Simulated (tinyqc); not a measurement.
Wannier-Stark ladder of a miniband, step by step. Values are carried at full precision from step to step, so a last printed digit may differ when a step is redone from the rounded ones.

One state in each well j = -(Nw - 1)/2 ... (Nw - 1)/2: H_jj = j e F d, H_(j,j+1) = -W/4; 1 kV/cm = 0.01 meV/angstrom. In an infinite chain the levels are j e F d and the state of well 0 has amplitude J_j(x) in size on well j, x = W/(2 e F d).

Constants: hbar = 6.58211957e-16 eV s.

Parameters, chosen for this exercise (near those of a GaAs/AlGaAs superlattice; the results hold for these values, not for the real material): W = 23 meV (miniband width); d = 71 angstrom (period); F = 40 kV/cm (field); Nw = 9 (wells).

## Scales

Give e F d, x, the Bloch frequency e F d/(2 pi hbar) and period, and the swing W/(e F) of a wave packet.

e F d = 28.400 meV
x = 0.4049
frequency = 6.867 THz
period = 0.146 ps
swing = 58 angstrom

## The matrix

Fill it in.

H (meV), rows -4, -3, -2, -1, 0, 1, 2, 3, 4 and columns alike:
```
[[-113.600, -5.750, 0, 0, 0, 0, 0, 0, 0],
 [-5.750, -85.200, -5.750, 0, 0, 0, 0, 0, 0],
 [0, -5.750, -56.800, -5.750, 0, 0, 0, 0, 0],
 [0, 0, -5.750, -28.400, -5.750, 0, 0, 0, 0],
 [0, 0, 0, -5.750, 0, -5.750, 0, 0, 0],
 [0, 0, 0, 0, -5.750, 28.400, -5.750, 0, 0],
 [0, 0, 0, 0, 0, -5.750, 56.800, -5.750, 0],
 [0, 0, 0, 0, 0, 0, -5.750, 85.200, -5.750],
 [0, 0, 0, 0, 0, 0, 0, -5.750, 113.600]]
```

## Levels and the middle state

Diagonalise; give the levels, their spacings and the weights of the middle level on the wells.

levels (meV): [-114.741, -85.223, -56.800, -28.400, 0.000, 28.400, 56.800, 85.223, 114.741]

spacings (meV): [29.519, 28.422, 28.400, 28.400, 28.400, 28.400, 28.422, 29.519]

weights: [0.0000, 0.0000, 0.0004, 0.0393, 0.9205, 0.0393, 0.0004, 0.0000, 0.0000]

The spacing in the middle is 1.0000 e F d and at the ends 1.039 e F d; states that reach the ends of the stack are pushed apart.

## Bessel amplitudes

With x = W/(2 e F d): J_j(x)^2 for j = 0 to 5, their running sum over -j ... j, and the spread sqrt(sum j^2 J_j^2) = x/sqrt2. For a hole fixed in well 0 the J_j^2 are the strengths of the optical lines at j e F d.

Weights:
```
j   J_j^2     sum
0  0.9205  0.9205
1  0.0393  0.9992
2  0.0004  1.0000
3  0.0000  1.0000
4  0.0000  1.0000
5  0.0000  1.0000
```

spread = 0.286 periods

The strongest line is j = 0.

## Checks

- Weight on well 1 of the middle state of 61 wells against J_1(x)^2: both 0.0393.

tinyqc: `OMP_NUM_THREADS=1 python tinyqc.py 1250683 1250684 out.jsonl`; about 0.01 s, one thread, shared Intel(R) Xeon(R) Processor @ 2.30GHz.
